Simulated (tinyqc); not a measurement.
# Off-state leakage of single and stacked transistors: two studies

n-channel devices of unit width. Subthreshold current I(Vg, Vs, Vd) = I0 (T/300 K)^0.5 exp[(Vg - Vs - VT(T) - gb (Vs - Vb) + dd (Vd - Vs))/(nf Vt)] (1 - exp(-(Vd - Vs)/Vt)), VT(T) = VT - cT (T - 300 K). Gate-edge tunnelling Ig (Vd/1 V) exp(ag (Vd - 1 V)), for a gate at 0 V, and band-to-band leakage Ab u exp(-Bb/u), u = Vd - Vb + 1 V, flow at a drain held at V; both are taken as independent of T. In a stack of off transistors (all gates at 0 V) the same subthreshold current passes through each.

Values chosen for this exercise; values of the order met in bulk silicon logic transistors: temperature T = 300 K; supply voltage V = 1 V; threshold at 300 K, zero drain and body bias VT = 0.43 V; fall of the threshold with temperature cT = 0.6 mV/K; current at threshold at 300 K I0 = 0.81 uA/um; slope factor nf = 1.36; drain-induced lowering per volt dd = 0.14; rise of the threshold per volt of source-body bias gb = 0.18; gate-edge tunnelling current at 1 V Ig = 1e-5 uA/um; exponential slope of the gate current ag = 4.6 1/V; prefactor of band-to-band leakage at the drain Ab = 50 uA/(um V); its exponential voltage Bb = 19 V; body voltage Vb = 0 V.

Constants: q = 1.602176634e-19 C, kB = 1.380649e-23 J/K, Vt = kB T/q. Results are converted to the units shown.

Each table varies one quantity; the others keep the values above.

## Subthreshold current against the height of the stack

All n gates at 0 V, bottom source at 0 V, top drain at V; node voltages follow from equal currents.

Subthreshold current against the height of the stack:

| n | I (nA/um) | reduction factor | drain voltage of the bottom device (mV) | source voltage of the top device (mV) | voltage across the top device (V) |
|---|---|---|---|---|---|
| 1 | 0.2120 | 1.000 | 1000 | 0 | 1.000 |
| 2 | 0.005666 | 37.41 | 96.47 | 96.47 | 0.9035 |
| 3 | 0.002571 | 82.46 | 23.23 | 117.5 | 0.8825 |
| 4 | 0.001653 | 128.3 | 13.07 | 129.3 | 0.8707 |
| 5 | 0.001216 | 174.3 | 9.099 | 137.5 | 0.8625 |
| 6 | 9.615e-4 | 220.5 | 6.978 | 143.7 | 0.8563 |

What does the comparison show?

The second transistor cuts the current by a factor of 37.4, the third by a further 2.20 and the sixth by 1.26. The top device keeps 85.6 % of the supply at n = 6, while the drain voltage of the bottom one falls to 0.270 Vt.

## Leakage components against the body voltage

Same model as above.

One transistor with Vg = Vs = 0, Vd = V; stack factor I(one)/I(two in series).

The same in every row: gate edge (nA/um) = 0.01000; stack factor = 37.41.

Leakage components against the body voltage:

| Vb (V) | subthreshold (nA/um) | band-to-band (nA/um) | total (nA/um) | largest part |
|---|---|---|---|---|
| 0.2 | 0.5902 | 2.344 | 2.945 | band-to-band |
| 0 | 0.2120 | 7.485 | 7.707 | band-to-band |
| -0.2 | 0.07614 | 19.53 | 19.61 | band-to-band |
| -0.4 | 0.02735 | 43.75 | 43.79 | band-to-band |
| -0.6 | 0.009823 | 87.15 | 87.17 | band-to-band |
| -0.8 | 0.003528 | 158.2 | 158.2 | band-to-band |
| -1 | 0.001267 | 266.4 | 266.4 | band-to-band |
| -1.2 | 4.552e-4 | 422.2 | 422.2 | band-to-band |
| -1.4 | 1.635e-4 | 636.1 | 636.1 | band-to-band |

What does the comparison show?

As Vb goes from 0.2 to -1.4, the total leakage rises from 2.94 to 636 nA/um. The band-to-band part leads at Vb = 0.2 and in all other rows. The reduction by a stack of two stays at 37.4, for the subthreshold part alone. For Vb = 0.2 the body is forward biased; the junction current, left out, is still small at this voltage.

Computed by the program tinyqc: `OMP_NUM_THREADS=1 python tinyqc.py 2242052 2242053 out.jsonl`, one thread of a shared Intel Xeon 2.30GHz, about 0.03 s for the whole run.
